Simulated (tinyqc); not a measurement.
UHF in the 6-31g basis, for H3, spin multiplicity 2, step by step. One step of it, computed by the program tinyqc.

Question. Iteration 2: diagonalisation and new density. Diagonalise F' = X^T F X, C = X C', fill 2 alpha and 1 beta electrons from the bottom; D(s) = C_occ C_occ^T; the new density keeps 0.7 of the old one (damping). Each column has its largest component positive (the first on a tie).

F(alpha) (hartree):
```
           1H 1s      1H 2s      2H 1s      2H 2s      3H 1s      3H 2s
1H 1s  -0.016942  -0.381268  -0.304157  -0.271531  -0.269532  -0.320841
1H 2s  -0.381268  -0.282588  -0.310328  -0.225300  -0.272631  -0.246145
2H 1s  -0.304157  -0.310328  -0.145247  -0.356867  -0.034351  -0.099695
2H 2s  -0.271531  -0.225300  -0.356867  -0.168765  -0.088187  -0.130130
3H 1s  -0.269532  -0.272631  -0.034351  -0.088187   0.082606  -0.336506
3H 2s  -0.320841  -0.246145  -0.099695  -0.130130  -0.336506  -0.241120
```

F(beta) (hartree):
```
           1H 1s      1H 2s      2H 1s      2H 2s      3H 1s      3H 2s
1H 1s   0.100779  -0.312104  -0.141397  -0.198965  -0.252440  -0.290893
1H 2s  -0.312104  -0.220924  -0.137090  -0.139397  -0.261355  -0.225732
2H 1s  -0.141397  -0.137090   0.488822  -0.097899  -0.025111  -0.058005
2H 2s  -0.198965  -0.139397  -0.097899  -0.024223  -0.101311  -0.125983
3H 1s  -0.252440  -0.261355  -0.025111  -0.101311   0.144970  -0.287373
3H 2s  -0.290893  -0.225732  -0.058005  -0.125983  -0.287373  -0.194897
```

X:
```
           1H 1s      1H 2s      2H 1s      2H 2s      3H 1s      3H 2s
1H 1s   1.276454  -0.608774  -0.023669   0.075894  -0.023669   0.075894
1H 2s  -0.608774   2.509981  -0.001857  -0.941287  -0.001857  -0.941287
2H 1s  -0.023669  -0.001857   1.255967  -0.492894  -0.000978   0.044300
2H 2s   0.075894  -0.941287  -0.492894   1.751694   0.044300   0.254331
3H 1s  -0.023669  -0.001857  -0.000978   0.044300   1.255967  -0.492894
3H 2s   0.075894  -0.941287   0.044300   0.254331  -0.492894   1.751694
```

D(alpha) after iteration 1:
```
           1H 1s      1H 2s      2H 1s      2H 2s      3H 1s      3H 2s
1H 1s   0.720236  -1.425157   0.139536   0.344380  -0.312527   1.246383
1H 2s  -1.425157   3.539355   0.511906  -1.335266   0.846548  -2.886758
2H 1s   0.139536   0.511906   1.273522  -1.015412   0.185810  -0.286435
2H 2s   0.344380  -1.335266  -1.015412   1.218078  -0.416288   0.942797
3H 1s  -0.312527   0.846548   0.185810  -0.416288   0.244014  -0.616544
3H 2s   1.246383  -2.886758  -0.286435   0.942797  -0.616544   2.504792
```

D(beta) after iteration 1:
```
           1H 1s      1H 2s      2H 1s      2H 2s      3H 1s      3H 2s
1H 1s   0.563303  -1.328005  -0.275441   0.616449  -0.320797   1.117378
1H 2s  -1.328005   3.415199   0.697973  -1.544934   0.881006  -2.679097
2H 1s  -0.275441   0.697973   0.142993  -0.317092   0.178180  -0.554034
2H 2s   0.616449  -1.544934  -0.317092   0.704136  -0.391250   1.237248
3H 1s  -0.320797   0.881006   0.178180  -0.391250   0.237387  -0.656004
3H 2s   1.117378  -2.679097  -0.554034   1.237248  -0.656004   2.223522
```

overlap S:
```
          1H 1s     1H 2s     2H 1s     2H 2s     3H 1s     3H 2s
1H 1s  1.000000  0.658292  0.208132  0.382746  0.208132  0.382746
1H 2s  0.658292  1.000000  0.382746  0.716927  0.382746  0.716927
2H 1s  0.208132  0.382746  1.000000  0.658292  0.003409  0.075619
2H 2s  0.382746  0.716927  0.658292  1.000000  0.075619  0.264180
3H 1s  0.208132  0.382746  0.003409  0.075619  1.000000  0.658292
3H 2s  0.382746  0.716927  0.075619  0.264180  0.658292  1.000000
```

Give: F' = X^T F X; orbital energies; coefficients C; F' = X^T F X; orbital energies; coefficients C; D(alpha) after iteration 2; D(beta) after iteration 2.

Answer.

F' = X^T F X (alpha) (hartree):
```
         1        2        3        4        5        6
1   0.4061  -0.4833  -0.1950  -0.0244  -0.1420  -0.1180
2  -0.4833   0.3347  -0.1412  -0.1488  -0.1116  -0.1034
3  -0.1950  -0.1412   0.1793  -0.4087   0.0120   0.0437
4  -0.0244  -0.1488  -0.4087   0.2729   0.0479  -0.0268
5  -0.1420  -0.1116   0.0120   0.0479   0.4938  -0.4806
6  -0.1180  -0.1034   0.0437  -0.0268  -0.4806   0.1530
```

orbital energies (alpha) (hartree): MO1 -0.4816, MO2 -0.2231, MO3 0.2022, MO4 0.6026, MO5 0.8477, MO6 0.8921

coefficients C (alpha):
```
          MO1      MO2      MO3      MO4      MO5      MO6
1H 1s  0.3350   0.0624   0.2678   0.3384   0.2742  -1.2787
1H 2s  0.3010  -0.2184   1.7938  -0.2880  -0.6220   2.1487
2H 1s  0.3739  -0.3954  -0.1694   1.1230   0.1812   0.4518
2H 2s  0.0571  -0.3127  -1.1974  -1.1122  -0.1060  -1.2194
3H 1s  0.1807   0.2432  -0.0562   0.2241  -1.2916  -0.0976
3H 2s  0.1797   0.7217  -1.2240   0.0037   1.3937  -0.5255
```

F' = X^T F X (beta) (hartree):
```
         1        2        3        4        5        6
1   0.5181  -0.4838  -0.0811  -0.0335  -0.1363  -0.1040
2  -0.4838   0.3468  -0.0926  -0.1354  -0.1235  -0.1220
3  -0.0811  -0.0926   0.8899  -0.4327   0.0177   0.0665
4  -0.0335  -0.1354  -0.4327   0.3389   0.0311  -0.0487
5  -0.1363  -0.1235   0.0177   0.0311   0.5408  -0.4485
6  -0.1040  -0.1220   0.0665  -0.0487  -0.4485   0.1983
```

orbital energies (beta) (hartree): MO1 -0.3488, MO2 0.0042, MO3 0.2581, MO4 0.8456, MO5 0.9291, MO6 1.1445

coefficients C (beta):
```
          MO1      MO2      MO3      MO4      MO5      MO6
1H 1s  0.2888  -0.0631   0.2196   0.2528  -1.3241  -0.2443
1H 2s  0.3534  -0.5481   1.7956  -0.1926   2.1138   0.5366
2H 1s  0.0432  -0.1619  -0.0440   0.2016  -0.1247   1.3178
2H 2s  0.0114  -0.4439  -1.4377   0.0446  -0.5985  -1.2828
3H 1s  0.2405   0.1708  -0.0191   1.2483   0.3822  -0.1769
3H 2s  0.3413   0.8043  -1.1741  -1.0465  -1.0093   0.1193
```

D(alpha) after iteration 2:
```
         1H 1s    1H 2s    2H 1s    2H 2s    3H 1s    3H 2s
1H 1s   0.5390  -0.9715   0.1278   0.2409  -0.1961   0.9040
1H 2s  -0.9715   2.5190   0.4180  -0.9090   0.5930  -2.0518
2H 1s   0.1278   0.4180   0.9803  -0.6673   0.1215  -0.2660
2H 2s   0.2409  -0.9090  -0.6673   0.8830  -0.3111   0.5953
3H 1s  -0.1961   0.5930   0.1215  -0.3111   0.1983  -0.3692
3H 2s   0.9040  -2.0518  -0.2660   0.5953  -0.3692   1.9193
```

D(beta) after iteration 2:
```
         1H 1s    1H 2s    2H 1s    2H 2s    3H 1s    3H 2s
1H 1s   0.4193  -0.8990  -0.1891   0.4325  -0.2037   0.8117
1H 2s  -0.8990   2.4281   0.4932  -1.0802   0.6422  -1.8392
2H 1s  -0.1891   0.4932   0.1007  -0.2218   0.1278  -0.3834
2H 2s   0.4325  -1.0802  -0.2218   0.4929  -0.2731   0.8672
3H 1s  -0.2037   0.6422   0.1278  -0.2731   0.1835  -0.4346
3H 2s   0.8117  -1.8392  -0.3834   0.8672  -0.4346   1.5914
```
